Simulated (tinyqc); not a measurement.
Capillary instabilities by surface diffusion: grooving and agglomeration of films, edge retraction, wire break-up and smoothing of roughness: one step, computed by the program tinyqc.

Isotropic surface energy; shapes change by surface diffusion alone.

Question. Break-up of a free wire. A wire with r + A cos(k z) has dA/dt = (B/r^4) (kr)^2 [1 - (kr)^2] A: unstable for wavelengths above 2 pi r, fastest at kr = 1/sqrt 2 with the rate B/(4 r^4); break-up time about (4 r^4/B) ln(r/A0); each wavelength makes a sphere of radius (3 r^2 lambda_m/4)^(1/3).

Inputs (values chosen for the exercise, for a model film): temperature T = 753 K; time t = 56 s; wire radius r = 14 nm; initial ripple over radius = 0.05.

B = 694.6224 nm^4/s

Give: fastest wavelength; break-up time; radius of the spheres; t over the break-up time.

Answer.

fastest wavelength = 124.4 nm

break-up time = 662.7 s

radius of the spheres = 26.35 nm

t over the break-up time = 0.08450

The wire survives t. Caution: faceting can stabilise wires along low-index directions.
